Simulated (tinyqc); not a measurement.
What each parameter does: shallow donor in an anisotropic valley (effective-mass theory).

One valley: H = -c [(d2/dx2 + d2/dy2)/mt + (d2/dz2)/ml] - q/(eps r), c = hbar^2/2m0, q = e^2/(4 pi eps0). Trial function exp(-sqrt((x^2 + y^2)/a^2 + z^2/b^2)) with a > b: T = (c/3)(2/(mt a^2) + 1/(ml b^2)), V = -(q/eps) atan(u/b)/u, u = sqrt(a^2 - b^2). The central cell of the impurity is left out.

Constants: hbar^2/2m0 = 3.80998211 eV angstrom^2; e^2/(4 pi eps0) = 14.39964547 eV angstrom.

Values chosen for the exercise (out of a larger set: near those of a group-V donor in Si; not measured data):

| symbol | value | unit | meaning |
|---|---|---|---|
| ml | 0.951 | m0 | longitudinal mass |
| mt | 0.185 | m0 | transverse mass |
| eps | 11.4 |  | dielectric constant |

The minimum of the trial energy.

Results for these values:

| case | E (meV) | a (angstrom) | b (angstrom) | b/a |
|---|---|---|---|---|
| base | -30.80 | 24.15 | 13.56 | 0.561 |

What happens to each result for ml = 1.189 m0, all else kept?

Answer: E falls from -30.80 to -32.42; a falls from 24.15 to 23.36; b falls from 13.56 to 12.13; b/a falls from 0.561 to 0.519.

The same for each parameter in turn:

| case | E (meV) | a (angstrom) | b (angstrom) | b/a |
|---|---|---|---|---|
| base | -30.80 | 24.15 | 13.56 | 0.561 |
| ml = 1.189 m0 | -32.42 | 23.36 | 12.13 | 0.519 |
| mt = 0.204 m0 | -33.18 | 22.24 | 12.92 | 0.581 |
| eps = 10.3 | -37.73 | 21.82 | 12.25 | 0.561 |

eps only rescales the solution (E as 1/eps^2, lengths as eps), so b/a depends on ml/mt alone.

Computed by tinyqc, a small Python program: `OMP_NUM_THREADS=1 python tinyqc.py 1280332 1280333 out.jsonl` (the numbers bound the seed that draws the inputs); one thread of a shared host (Intel(R) Xeon(R) Processor @ 2.30GHz), about 0.01 s for the whole set of steps.
